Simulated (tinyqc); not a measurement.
Inside a calculation. Model: threshold-voltage variability of a planar MOSFET, analytic estimates.

Computed by the program tinyqc: `OMP_NUM_THREADS=1 python tinyqc.py 2090022 2090023 out.jsonl`, one thread of a shared Intel Xeon 2.30GHz, about 0.01 s for the whole run. Printed values are rounded.

Three independent sources add in quadrature: random dopants in the depleted layer, metal-gate grains of two orientations, and roughness of the two gate edges acting through the roll-off VT = VT(long) - Vr exp(-L/l). These are first-order estimates: no three-dimensional electrostatics, no percolation.

Inputs (values chosen for the exercise); material values close to those of silicon:
- T = 400 K (temperature)
- Eg = 1.11 eV (band gap)
- eps_r = 11.6 (relative permittivity of the semiconductor)
- Nc = 4.28e19 cm^-3 (conduction-band density of states at T)
- Nv = 4.14e19 cm^-3 (valence-band density of states at T)
- Na = 1.8e18 cm^-3 (channel doping)
- ti = 1.3 nm (oxide-equivalent thickness in inversion)
- L = 65 nm (gate length)
- W = 110 nm (gate width)
- G = 10 nm (metal grain size)
- dW = 0.15 eV (work-function difference of the two grain orientations)
- p = 0.3 (share of the orientation of higher work function)
- De = 1.4 nm (rms roughness of one gate edge)
- La = 30 nm (correlation length of the roughness)
- l = 12 nm (decay length of the threshold roll-off)
- Vr = 2.5 V (prefactor of the roll-off)
- n = 1.42 (subthreshold factor)
- gI = 10 1/V (gm/I of a matched pair)
- sb = 2.9 % (spread of the gain factor of one device)
- Nb = 33554432 (number of cells)
- Y = 0.72 (wanted yield)

Constants: q = 1.602176634e-19 C, kB = 1.380649e-23 J/K, Vt = kB T/q, eps0 = 8.8541878128e-14 F/cm where lengths are in cm. Results are converted to the units shown.

## Random dopants

ni = sqrt(Nc Nv) exp(-Eg/(2 Vt)), Eg in volts; Cox = 3.9 eps0/ti; Wd = sqrt(4 eps0 eps_r Vt ln(Na/ni)/(q Na)); dopants: s1 = (q/Cox) sqrt(Na Wd/(3 L W)). The slope A1 = s1 sqrt(L W); mean number of dopants Na L W Wd.

Cox = 2.65626 uF/cm^2
Wd = 25.2162 nm
mean number of dopants = 324.532
A1 = 0.741917 mV um
s1 = 8.77410 mV

Counting alone, 1/sqrt(N) of the depletion voltage q Na Wd/Cox = 274 mV, would give sqrt(3) times more: dopants deep in the layer act less on the surface.

## Metal grains and edge roughness

Grains: Ng = L W/G^2 (at least 1), s2 = dW sqrt(p (1 - p)/Ng). Edges, with exponential correlation and u = W/La: the mean gate length has sL^2 = 2 De^2 (2/u)[1 - (1 - exp(-u))/u]; s3 = sL (Vr/l) exp(-L/l).

Ng = 71.5
s2 = 8.12920 mV
sL = 1.25298 nm
dVT/dL = 0.925402 mV/nm
s3 = 1.15951 mV

## Total spread, mismatch and leakage

s = sqrt(s1^2 + s2^2 + s3^2). For a pair: s(dVT) = sqrt(2) s; current mismatch sqrt(2) sqrt((gI s)^2 + sb^2); input offset = current mismatch/gI. For a Gaussian VT the off current is log-normal with mean/median = exp(s^2/(2 (n Vt)^2)).

s = 12.0172 mV
s(dVT) = 16.9949 mV
current mismatch = 17.4827 %
input offset = 17.4827 mV
mean/median of Ioff = 1.03060

The dopants give 53.3 % of the variance; without them s would be 8.21 mV.

## Iteration 1: margin in standard deviations for the wanted yield

k at the start = 2

Cells fail independently with probability Q(k) = erfc(k/sqrt(2))/2 when the margin is k standard deviations, and Y = exp(-Nb Q(k)). phi = exp(-k^2/2)/sqrt(2 pi). Newton steps on ln Q(k) = ln(-ln(Y)/Nb): k(new) = k + [ln Q - ln(-ln(Y)/Nb)] Q/phi.

Q(k) = 0.0227501
phi = 0.0539910
k after iteration 1 = 8.17673

## Iteration 2: margin in standard deviations for the wanted yield

As before.

Q(k) = 1.45831e-16
phi = 1.20975e-15
k after iteration 2 = 6.00423

## Course of the iteration: margin in standard deviations for the wanted yield

Stop when k changes by less than 1e-9, or after 30 iterations.

Course of the iteration:

| iteration | k | \|change\| |
|---|---|---|
| 1 | 8.17673 | 6.18 |
| 2 | 6.00423 | 2.17 |
| 3 | 5.62761 | 0.377 |
| 4 | 5.61568 | 0.0119 |
| 5 | 5.61567 | 1.20e-5 |
| 6 | 5.61567 | 1.21e-11 |

Converged in 6 iterations. At the end the number of correct digits about doubles with each step. With s(dVT) = 17.0 mV, 5.62 standard deviations are 95.4 mV.
